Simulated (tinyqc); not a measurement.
Schottky barrier with interface states (Cowley-Sze model), image lowering and contact resistance. From image lowering back to reverse bias V_r. Computed by tinyqc, a small Python program. Command: `OMP_NUM_THREADS=1 python tinyqc.py 3008983 3008984 out.jsonl pinning inv`. One thread of a shared host (Intel(R) Xeon(R) Processor @ 2.30GHz), about 0.03 s of CPU time with the checks.

An n-type semiconductor under a metal. The barrier lies between the Schottky-Mott limit phi_M - chi and the Bardeen limit E_g - E_n, E_n being the neutrality level of the interface states; the space-charge term of the full Cowley-Sze expression is left out.

Inputs (values chosen for the exercise, with gap, mass and screening modelled on CdS):

| quantity | value | unit |
|---|---|---|
| gap E_g | 2.55 | eV |
| electron affinity chi | 4.28 | eV |
| metal work function phi_M | 4.5 | eV |
| neutrality level E_n above the valence band | 0.701 | eV |
| optical dielectric constant eps_opt | 5.1 | - |
| dielectric constant eps_s | 8.46 | - |
| electron mass m_e | 0.205 | m_0 |
| valleys M_c | 1 | - |
| donor density N | 2.5e+17 | cm^-3 |
| temperature T | 200 | K |

Pinning factor from: Moench relation.

Constants: k_B = 8.617333262e-05 eV/K; m_0 = 9.1093837015e-31 kg; k_B = 1.380649e-23 J/K; h = 6.62607015e-34 J s; eps_0 = 8.8541878128e-12 F/m; e = 1.602176634e-19 C.

Method:
- S = 1/(1 + 0.1 (eps_opt - 1)^2), an empirical relation for metal-induced gap states.
- phi_B = S (phi_M - chi) + (1 - S)(E_g - E_n); the hole barrier is E_g - phi_B.
- N_c = 2 M_c (2 pi m_e k_B T/h^2)^(3/2); xi = E_c - E_F solves N = N_c F_1/2(-xi/k_B T) (bisection; full ionisation).
- F_1/2(eta) = (2/sqrt(pi)) int_0^infinity sqrt(x)/(1 + exp(x - eta)) dx, by the trapezoid rule in t = sqrt(x) with step 0.02 up to t = 12 (for eta < -12 by exp(eta) - exp(2 eta)/2^(3/2)).
- V_bi = phi_B - xi; W = sqrt(2 eps_s eps_0 (V_bi + V_r - k_B T/e)/(e N)); field at the metal E_m = e N W/(eps_s eps_0); image lowering sqrt(e E_m/(4 pi eps_s eps_0)).

Question. A run gave the result below. Find the reverse bias V_r, known to lie between 2.4 and 5.3 V.

image lowering = 0.1094127 eV

Answer.

Each step takes the trial c = (a f_b - b f_a)/(f_b - f_a), f being the result less the target and a, b, c the logarithms of the listed values; c replaces end b, the old b replaces a if the sign of f changed, and otherwise f_a is halved.

Scan of the range:

| reverse bias V_r (V) | image lowering (eV) |
|---|---|
| 2.40 | 0.102749 |
| 2.74 | 0.105095 |
| 3.13 | 0.107606 |
| 3.57 | 0.110243 |
| 4.07 | 0.113026 |
| 4.64 | 0.115967 |
| 5.30 | 0.119115 |

False position (Illinois rule, in the logarithm of the input) inside the bracket:

| step | end a | end b | trial | image lowering (eV) |
|---|---|---|---|---|
| 1 | 3.13000 | 3.57000 | 3.42517 | 0.109396 |
| 2 | 3.57000 | 3.42517 | 3.42798 | 0.109413 |
| 3 | 3.57000 | 3.42798 | 3.42803 | 0.109413 |
| 4 | 3.42798 | 3.42803 | 3.42800 | 0.109413 |

Image lowering rises at every point of a 13-point scan of the range (every second point is shown), so one value fits; it is bracketed by 3.13 and 3.57. Answer: reverse bias V_r = 3.428 V.

Caution: E_00 = (e hbar/2) sqrt(N/(m_e eps_s eps_0)) is above 0.3 k_B T, so tunnelling through the barrier adds to the thermionic currents, most of all under reverse bias.
